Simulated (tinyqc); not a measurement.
Exponent and activation energy from three stresses.

Problem. Oxide breakdown follows t63 = a V^(-n) exp(Ea q/(kB T)). Find n, Ea and the E-model slope gamma = n/E (cm/MV) at the higher voltage, E = V/tox.

Inputs (values chosen for the exercise):
- tox = 8 nm (oxide thickness)

Constants: q = 1.602176634e-19 C, kB = 1.380649e-23 J/K. Results are converted to the units shown.

t63 at (5.78 V, 373 K), (8.01 V, 373 K) and (8.01 V, 398 K) (s): [3.0135403e6, 3.1560190, 0.45594904]

Solution. The two voltages give n and the two temperatures Ea.

n = 42.20
Ea = 0.9900 eV
gamma = 4.215 cm/MV

Computed by the program tinyqc: `OMP_NUM_THREADS=1 python tinyqc.py 2070109 2070110 out.jsonl`, one thread of a shared Intel Xeon 2.30GHz, about 0.01 s for the whole run.
